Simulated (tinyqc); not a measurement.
Charge control and current of a heterostructure field-effect transistor. From extrinsic g_m back to source resistance R_S. Computed by tinyqc, a small Python program. Command: `OMP_NUM_THREADS=1 python tinyqc.py 3006265 3006266 out.jsonl hemt inv`. One thread of a shared host (Intel(R) Xeon(R) Processor @ 2.30GHz), about 0.02 s of CPU time with the checks.

Two subbands in a triangular well; E_F is counted from the conduction band edge of the channel at the interface.

Inputs (values chosen for the exercise, modelled on AlGaAs/GaAs):
```
quantity                                  value        unit
channel mass m                            0.065         m_0
permittivity eps (barrier and channel)     12.8           -
barrier thickness d                          39          nm
Schottky barrier phi_B                     0.91          eV
conduction band offset dE_c                0.21          eV
delta-doping density N_d                4.9e+12      1/cm^2
gate voltage V_G                              0           V
mobility mu                                7500  cm^2/(V s)
saturation velocity v_s                     1.4    1e7 cm/s
gate length L                               560          nm
temperature T                               400           K
mixing                                      0.5           -
iteration cap                               200           -
spacer between delta layer and channel        5          nm
```

Charge source: delta doping. Velocity law: smooth.

Constants: e = 1.602176634e-19 C; eps_0 = 8.8541878128e-12 F/m; k_B = 8.617333262e-05 eV/K; hbar = 1.054571817e-34 J s; m_0 = 9.1093837015e-31 kg; k_B = 1.380649e-23 J/K.

Method:
- Threshold V_T = phi_B - dE_c - e N_d (d - spacer)/(eps eps_0) (in volts); C_b = eps eps_0/d.
- Charge control: n_s = C_b (V_G - V_T - E_F/e)/e. Well: mean field F = e n_s/(2 eps eps_0), E_i = (hbar^2/2m)^(1/3) [(3 pi e F/2)(i + 3/4)]^(2/3), i = 0, 1; n_s = D k_B T sum_i ln(1 + exp((E_F - E_i)/k_B T)), D = m/(pi hbar^2), which is solved in closed form for E_F.
- Iteration from n_s = C_b (V_G - V_T)/(2e): E_F from n_s, n_out from the charge control, n_new = n_s + mixing (n_out - n_s), kept above n_s/10; stop when |n_out/n_s - 1| < 1e-9.
- C_g = e dn_s/dV_G = 1/(1/C_b + 1/C_q), 1/C_q = d(E_F/e)/d(e n_s) by a central difference of +/- 0.1 % in n_s; added distance dd = eps eps_0/C_q.
- With V = e n_s/C_g and V_c = v_s L/mu: for v = mu F/(1 + mu F/v_s), V_Dsat = V_c (sqrt(1 + 2V/V_c) - 1) and I/W = C_g v_s (V - V_Dsat); g_m = dI/dV; extrinsic g_m/(1 + g_m R_S); f_T = g_m/(2 pi C_g L).

Problem. A run gave the result below. Find the source resistance R_S, known to lie between 0.59 and 1.2 ohm mm.

extrinsic g_m = 245.1741 mS/mm

Solution.

Each step takes the trial c = (a f_b - b f_a)/(f_b - f_a), f being the result less the target and a, b, c the logarithms of the listed values; c replaces end b, the old b replaces a if the sign of f changed, and otherwise f_a is halved.

Scan of the range:
```
source resistance R_S (ohm mm)  extrinsic g_m (mS/mm)
0.590                                         252.478
0.664                                         247.848
0.748                                         242.793
0.841                                         237.432
0.947                                         231.603
1.070                                         225.188
1.200                                         218.783
```

False position (Illinois rule, in the logarithm of the input) inside the bracket:
```
step     end a     end b     trial  extrinsic g_m (mS/mm)
1     0.664000  0.748000  0.707184                245.223
2     0.748000  0.707184  0.707986                245.175
3     0.748000  0.707986  0.708014                245.173
4     0.707986  0.708014  0.708000                245.174
```

Extrinsic g_m falls at every point of a 13-point scan of the range (every second point is shown), so one value fits; it is bracketed by 0.664 and 0.748. Answer: source resistance R_S = 0.7080 ohm mm.

Caution: E_F lies above the conduction band minimum of the barrier, so electrons would spill into the barrier.
